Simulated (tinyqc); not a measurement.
Inside a calculation. Model: charge stability of a double quantum dot, constant-interaction model with a charge sensor.

tinyqc, about 0.01 s, one thread, Intel Xeon 2.30GHz (shared host): `OMP_NUM_THREADS=1 python tinyqc.py 2470045 2470046 out.jsonl` Printed values are rounded.

Capacitance matrix C = [[C1, -Cm], [-Cm, C2]], C1 = G1 + X1 + Cm + L1, C2 = G2 + X2 + Cm + L2. Gate charges n1 = (G1 V1 + X1 V2)/q, n2 = (X2 V1 + G2 V2)/q. The state (N1, N2) has U = (1/2) d^T E d with d = (N1 - n1, N2 - n2) and E = q^2 C^(-1). Leads at 0 V; no tunnel coupling, spin or level spacing. The sensor reads s1 <N1> + s2 <N2>.

Values chosen for this exercise:
- G1 = 4.2 aF (gate 1 to dot 1)
- G2 = 3.9 aF (gate 2 to dot 2)
- X1 = 0.62 aF (gate 2 to dot 1)
- X2 = 1.1 aF (gate 1 to dot 2)
- Cm = 1.4 aF (between the dots)
- L1 = 22 aF (dot 1 to leads and ground)
- L2 = 10 aF (dot 2 to leads and ground)
- s1 = 0.72 (sensor weight of dot 1)
- s2 = 0.3 (sensor weight of dot 2)
- T = 3.4 K (temperature)
- V1 = 10.1 mV (voltage of gate 1)
- V2 = 18 mV (voltage of gate 2)

Constants: q = 1.602176634e-19 C, kB = 1.380649e-23 J/K, Vt = kB T/q. Results are converted to the units shown.

## Charging energies and lever arms

E = q^2 C^(-1) holds EC1, EC2 on the diagonal and ECm off it; the lever arms are A = C^(-1) [[G1, X1], [X2, G2]] (row: dot, column: gate).

C (aF):
```
       1     2
1  28.22  -1.4
2   -1.4  16.4
```

E (meV):
```
         1        2
1  5.70160  0.48672
2  0.48672  9.81092
```

lever arms (eV/V):
```
          1         2
1  0.152805  0.033911
2  0.080118  0.240700
```

gate charges: n1 0.334420, n2 0.507497

ECm is 6.51 % of the geometric mean of EC1 and EC2.

## Energies and occupation of the charge states

U for N1, N2 = 0, 1, 2; p is proportional to exp(-U/kB T), normalised over these nine states.

```
state  U (meV)         p
(0,0)   1.6648  0.296533
(0,1)   1.4285  0.664312
(0,2)  11.0031  0.000000
(1,0)   2.3619  0.027468
(1,1)   2.6123  0.011686
(1,2)  12.6736  0.000000
(2,0)   8.7606  0.000000
(2,1)   9.4977  0.000000
(2,2)  20.0457  0.000000
```

mean charges: <N1> 0.039154, <N2> 0.675998
sensor signal = 0.230991

The ground state is (0,1), 0.236 meV (0.807 kB T) below (0,0).

## Triple points

The states (0,0), (1,0), (0,1) meet where E n = (EC1/2, EC2/2), and (1,1), (1,0), (0,1) where E n = (EC1/2 + ECm, EC2/2 + ECm); the gate voltages follow from n.

gate charges:
```
                      n1        n2
electron point  0.459262  0.477216
hole point      0.540738  0.522784
```

gate voltages (mV):
```
                     V1       V2
electron point  15.2609  15.3004
hole point      18.2156  16.3390
```

distance between the points = 3.13197 mV

The line between the two points is the (1,0)-(0,1) transition, where an electron moves from dot to dot.
